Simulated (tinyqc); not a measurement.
# Straight dislocations in isotropic elasticity: fields, energies, partials, Peierls stress and walls, step by step

A worked calculation. Computed by tinyqc, a small Python program that keeps every step. Command: `OMP_NUM_THREADS=1 python tinyqc.py 3012830 3012831 out.jsonl disloc walk`. One thread of a shared host (Intel(R) Xeon(R) Processor @ 2.30GHz), about 0.01 s of CPU time with the checks. Intermediate numbers are printed to about 6 digits and carried at full precision; extremes and crossings named in words are read from the listed rows.

The line runs along z, the glide plane is y = 0, and beta is the angle between b and the line (0 screw, 90 degrees edge): b_e = b sin(beta) along +x with the extra half plane at y > 0, b_s = b cos(beta). Stress is positive in tension.

Inputs (values chosen for the exercise, modelled on gold):
```
quantity                          value      unit
shear modulus G                      26       GPa
Poisson ratio nu                  0.418         -
Burgers vector b                  2.884  angstrom
stacking-fault energy gamma          37    mJ/m^2
dislocation density rho         1.8e+11     1/m^2
core radius r0/b                      1         -
unstable fault energy gamma_us      129    mJ/m^2
tilt angle theta                      3   degrees
source length l                      42        nm
```

Character: screw.

field point (x, y) (nm): 7.3  8.8

Constants: 1 eV/angstrom^3 = 160.2176634 GPa.

## Line energy and line tension

Energy factor K = G [cos^2(beta) + sin^2(beta)/(1 - nu)]. E = K b^2/(4 pi) ln(R/r0) with R = 1/(2 sqrt(rho)); tension T = E + d^2E/d(beta)^2 = G b^2 [1 + nu - 3 nu sin^2(beta)]/(4 pi (1 - nu)) ln(R/r0). The core energy is taken into r0.

energy factor K = 26 GPa

ln(R/r0) = 8.31541

line energy E = 8.93156 eV/nm

line tension T = 21.7611 eV/nm

stored energy rho E = 0.257579 kJ/m^3

T/E = 2.44: bowing turns parts of the line towards the costlier edge character, so it is stiff.

## Stress at a point

With D = G b_e/(2 pi (1 - nu)), S = G b_s/(2 pi), r^2 = x^2 + y^2: s_xx = -D y (3x^2 + y^2)/r^4, s_yy = D y (x^2 - y^2)/r^4, s_xy = D x (x^2 - y^2)/r^4, s_zz = nu (s_xx + s_yy), s_xz = -S y/r^2, s_yz = S x/r^2. Pressure p = -trace/3.

stress (MPa):
```
          x        y         z
x    0.0000   0.0000  -80.3334
y    0.0000   0.0000   66.6402
z  -80.3334  66.6402    0.0000
```

pressure p = 0 MPa

A screw dislocation has pure shear and no pressure field.

## Force on a second, equal dislocation at that point

Peach-Koehler force per length on a parallel dislocation with the same b: in the glide plane F_x = s_xy b_e + s_yz b_s, normal to it F_y = -(s_xx b_e + s_xz b_s), which drives climb of the edge part or cross-slip of a screw.

glide force F_x = 19.2190 mN/m

normal force F_y = 23.1682 mN/m

Along x the second dislocation is repelled.

## Splitting into partials

Shockley partials have b_p = b/sqrt(3) at the angles beta -/+ 30 degrees; their repulsion balances the fault at d = G b_p^2/(8 pi gamma) (2 - nu)/(1 - nu) [1 - 2 nu cos(2 beta)/(2 - nu)].

partial Burgers vector b_p = 1.66508 angstrom

splitting width d = 0.993612 nm

d/b = 3.44526

## Peierls-Nabarro core of the undissociated dislocation

Misfit energy gamma(u) = (gamma_us/2)(1 - cos(2 pi u/b)), so the largest restoring stress is tau_max = pi gamma_us/b; u(x) = b/2 + (b/pi) arctan(x/zeta), zeta = K b/(4 pi tau_max). Summing the misfit energy over atomic rows a' apart gives, for a wide core, W_P = (K b^2/pi) exp(-2 pi zeta/a') and sigma_P = (K b/a') exp(-2 pi zeta/a'); a' = b/2 for edge and 30-degree lines, b sqrt(3)/2 for screw and 60-degree lines.

tau_max = 1.40522 GPa

half width zeta = 4.24634 angstrom

row spacing a' = 2.49762 angstrom

Peierls barrier W_P = 0.0985828 meV/nm

Peierls stress sigma_P = 0.688874 MPa

zeta/a' = 1.70 and sigma_P/G = 2.6e-5: the stress falls by a factor e for each a'/(2 pi) of half width.

## Strength from dislocations

Frank-Read source, averaged over the loop: tau = G b/(2 pi l) [(1 - nu/2)/(1 - nu)] ln(l/r0). Taylor hardening: tau = 0.3 G b sqrt(rho).

Frank-Read stress = 192.361 MPa

Taylor stress = 0.954391 MPa

Of the source, forest and Peierls stresses the largest here is the source stress.

## Low-angle tilt boundary

A symmetric tilt wall of edge dislocations has the spacing h = b/(2 sin(theta/2)); Read-Shockley: gamma_b = E0 theta (A - ln theta), E0 = G b/(4 pi (1 - nu)), A = 1 + ln(b/(2 pi r0)), theta in radians.

spacing h = 5.50866 nm

boundary energy = 113.364 mJ/m^2

angle of the maximum, exp(A - 1) = 9.11891 degrees

## Character of the line

E = K b^2/(4 pi) ln(R/r0); T = G b^2 [1 + nu - 3 nu sin^2(beta)]/(4 pi (1 - nu)) ln(R/r0).

From screw to edge:
```
beta (degrees)  K (GPa)  E (eV/nm)  T (eV/nm)   d (nm)
0               26.0000     8.9316    21.7611  0.99361
15              27.2509     9.3613    20.4720  1.14279
30              30.6684    10.5353    16.9500  1.55035
45              35.3368    12.1389    12.1389  2.10710
60              40.0052    13.7426     7.3279  2.66384
75              43.4226    14.9166     3.8059  3.07140
90              44.6735    15.3463     2.5168  3.22058
```

The edge costs 1/(1 - nu) = 1.718 times the screw in energy, yet its tension is only (1 - 2 nu)/(1 + nu) = 0.116 of the screw value, so loops under stress are elongated along b. The edge splits 3.24 times as widely, (2 + nu)/(2 - 3 nu), since there the larger, edge parts of the partials repel with the factor 1/(1 - nu) and the small screw parts attract, while in the screw the roles are exchanged.

Checks made by the program: zero divergence of the stress field, by differences and relative to the size of its gradient (relative difference below 1e-10); splitting against the force between the two partials (relative difference below 1e-10).
